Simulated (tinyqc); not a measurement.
Gated graphene, quantum capacitance: one step of the calculation.

phi is the Fermi level above the Dirac point, in volts; Vg is counted from the gate voltage of charge neutrality. Ideal linear bands, no charge puddles.

Question. Gate capacitance. Cox = eps0 eox/tox.

Inputs (values chosen for the exercise):
```
symbol  value  unit                                                                 meaning
eox      25.6        relative permittivity of the gate insulator (close to zirconium oxide)
tox        30    nm                                                     insulator thickness
```

Constants: eps0 = 8.8541878128e-14 F/cm where lengths are in cm. Results are converted to the units shown.

Give: Cox.

Answer.

Cox = 0.7556 uF/cm^2

tinyqc, about 0.01 s, one thread, Intel Xeon 2.30GHz (shared host): `OMP_NUM_THREADS=1 python tinyqc.py 2200149 2200150 out.jsonl`
